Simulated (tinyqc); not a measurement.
What each parameter does: delta-doped layer in the Thomas-Fermi potential.

All donors ionised in the plane z = 0, zero temperature, energies from the Fermi level EF of the Thomas-Fermi model, which lies at the bulk band edge; c = hbar^2/2m0, q = e^2/(4 pi eps0). Layer in a (001) plane: two valleys with m_z = ml, m_d = mt (unprimed) and four with m_z = mt, m_d = sqrt(ml mt) (primed); m3 = (ml mt^2)^(1/3), gv = 6. With n = (gv/3 pi^2)(m3 (-V)/c)^(3/2) and V'' = -(4 pi q/eps) n for z > 0, the solution is V = -b/(|z| + z0)^4 with sqrt(b) = 20/K, K = (4 pi q/eps)(gv/3 pi^2)(m3/c)^(3/2), and z0^5 = 4b/(e F0), e F0 = 2 pi q N/eps; 1e13/cm^2 = 1e-3/angstrom^2. Exchange and correlation are left out.

Subbands solve -(c/m_z) psi'' + V psi = E psi on 1280 points of spacing z0/80; up to ten levels for each group, kept if bound with an rms width below 2.5 z0.

Constants: hbar^2/2m0 = 3.80998211 eV angstrom^2; e^2/(4 pi eps0) = 14.39964547 eV angstrom.

Inputs chosen for the exercise (near those of a delta-doped layer in Si; the results hold for these values, not for the real material):
- ml = 0.897 m0 (longitudinal mass)
- mt = 0.192 m0 (transverse mass)
- eps = 11.8 (dielectric constant)
- N = 19 x 1e13/cm^2 (donor sheet density)

z0, depth, lowest level and its rms width.

One parameter was then changed.

Results before and after:
```
case     z0 (angstrom)  depth (eV)  lowest (eV)  rms z (angstrom)
base             18.02      0.6564      -0.3216              3.88
changed          19.24      0.7009      -0.3595              3.78
```

Which of these changes was made? (a) ml = 1.032 m0; (b) N = 11.4 x 1e13/cm^2; (c) mt = 0.163 m0; (d) eps = 10.6.

Answer: (c) mt = 0.163 m0. Of the candidates, run in turn, only this one gives the changed row.

All candidates:
```
case                  z0 (angstrom)  depth (eV)  lowest (eV)  rms z (angstrom)
base                          18.02      0.6564      -0.3216              3.88
N = 11.4 x 1e13/cm^2          19.96      0.4362      -0.2031              4.73
eps = 10.6                    16.90      0.6852      -0.3288              3.79
ml = 1.032 m0                 17.53      0.6383      -0.3170              3.67
mt = 0.163 m0                 19.24      0.7009      -0.3595              3.78
```

Computed by tinyqc, a small Python program: `OMP_NUM_THREADS=1 python tinyqc.py 1250273 1250274 out.jsonl` (the numbers bound the seed that draws the inputs); one thread of a shared host (Intel(R) Xeon(R) Processor @ 2.30GHz), about 0.2 s for the whole set of steps.
